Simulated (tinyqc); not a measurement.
Lorentz oscillators and the Kramers-Kronig relations: sweeps and comparisons. A value that a table varies takes the place of the one given here.

eps(E) = 1 + sum_j S_j/(E0_j^2 - E^2 - i G_j E).

Kramers-Kronig: eps1(E) = 1 + (2/pi) P integral_0^infinity E1 eps2(E1)/(E1^2 - E^2) dE1. Maclaurin rule on the grid E_j = j h, j = 1 .. M: eps1(E_i) = 1 + (4 h/pi) sum over j with j - i odd of E_j eps2(E_j)/(E_j^2 - E_i^2); nothing is added above E_M.

n + i k = sqrt(eps1 + i eps2) with k >= 0; R = ((n - 1)^2 + k^2)/((n + 1)^2 + k^2) at normal incidence from vacuum; alpha = 2 E k/(hbar c), times 1e8 for 1/cm; loss function Im(-1/eps) = eps2/(eps1^2 + eps2^2).

Constants: hbar c = 1973.269805 eV angstrom.

Inputs chosen for the exercise:
```
symbol  value         unit  meaning
E0      (2.16, 3.33)  eV    resonances
G       (0.33, 0.97)  eV    widths
S       (15.5, 34.3)  eV^2  strengths
h       0.5           eV    grid step
M       40                  grid points E_j = j h
E_t     0.6           eV    energy below the first line
E       2.09          eV    photon energy
```

## Numerical transform against the formula

Every third grid point is listed; the error is the transform minus the formula.

Dielectric function:
```
E (eV)   eps2  eps1 formula  eps1 transform   error
1.00    0.701         8.563           6.595  -1.968
2.50    6.847        -1.031           0.726   1.756
4.00    3.554        -4.649          -4.567   0.083
5.50    0.505        -1.264          -1.245   0.020
7.00    0.175        -0.225          -0.128   0.097
8.50    0.084         0.220           0.213  -0.007
10.00   0.047         0.456           0.504   0.048
11.50   0.029         0.598           0.592  -0.006
13.00   0.020         0.690           0.718   0.028
14.50   0.014         0.753           0.748  -0.005
16.00   0.010         0.799           0.816   0.018
17.50   0.008         0.833           0.828  -0.004
19.00   0.006         0.859           0.869   0.011
```

The largest error listed is -1.968 at 1.00 eV. The rule samples every 2h = 1 eV and the narrowest line is 0.33 eV wide, so it is not resolved. The grid ends at 20 eV, where eps2 is still 0.005; the error at the last point listed, nearest the missing tail, is +0.011.

## How far the spectrum must be known

The integrals are done by adaptive quadrature and cut at E_cut. f-sum share: (2/pi) integral of E eps2 over sum S. Static share: (2/pi) integral of eps2/E over eps(0) - 1.

Cut integrals:
```
E_cut (eV)  eps1(E_t)  f-sum share  static share
2.7             5.329        0.328         0.630
3.7             7.153        0.692         0.904
5.0             7.661        0.862         0.982
6.7             7.743        0.913         0.994
10.0            7.771        0.947         0.999
16.6            7.778        0.970         1.000
```

eps1(E_t) from the formula = 7.780

Cut at 3.7 eV, just above the last line, eps1(E_t) lacks 0.627; cut at 16.6 eV it lacks 0.002. At 5 eV the static sum has reached 0.982 and the f-sum only 0.862: the f-sum weights eps2 by E and the static sum by 1/E, so the f-sum needs the far tail.

## Optical constants across the spectrum

Spectrum:
```
E (eV)    eps1    eps2      n      k      R   loss
0.50     7.664   0.272  2.769  0.049  0.220  0.005
1.18     9.158   0.967  3.030  0.160  0.255  0.011
1.86    15.466   6.202  4.008  0.774  0.376  0.022
2.54    -0.344   6.403  1.742  1.838  0.361  0.156
3.22     0.778  10.916  2.421  2.254  0.423  0.091
3.91    -4.936   4.238  0.886  2.392  0.618  0.100
4.59    -2.804   1.365  0.397  1.721  0.677  0.140
5.27    -1.546   0.626  0.247  1.268  0.688  0.225
5.95    -0.838   0.349  0.187  0.934  0.672  0.424
6.63    -0.398   0.219  0.167  0.653  0.626  1.059
7.31    -0.105   0.148  0.195  0.378  0.503  4.501
7.99     0.102   0.105  0.353  0.149  0.238  4.895
```

Among the energies listed the largest values are at (eV): eps2 3.22; n 1.86; k 3.91; R 5.27; loss 7.99 (last row, still rising). eps1 crosses zero at 2.21, 2.56, 3.26 and 7.63 eV; the last crossing is upward and marks the plasmon, against sqrt(sum S) = 7.06 eV for free electrons.

## What each oscillator parameter does

At the energy E. Each row changes one parameter from the base and keeps the others.

Results:
```
case                      eps1    eps2      n      k      R
base                    13.851  20.359  4.386  2.321  0.490
E0 = (2.16, 3.497) eV   13.264  20.003  4.317  2.317  0.487
G = (0.33, 1.455) eV    13.409  20.865  4.371  2.387  0.494
S = (15.5, 41.16) eV^2  14.787  20.641  4.482  2.303  0.493
E = 2.195 eV             1.592  22.156  3.450  3.211  0.542
```

The largest shifts from the base row, up to three for each result and ties (the steps differ in size, so this ranks the rows, not the parameters). eps1: E -12.259, S +0.936, E0 -0.587. eps2: E +1.797, G +0.506, E0 -0.356. n: E -0.936, S +0.096, E0 -0.069. k: E +0.890, G +0.066, S -0.018. R: E +0.052, G +0.004, E0 -0.003, S +0.003.

Program tinyqc; command `OMP_NUM_THREADS=1 python tinyqc.py 1651322 1651323 out.jsonl`; about 0.2 s on one thread of a shared Intel(R) Xeon(R) Processor @ 2.30GHz.
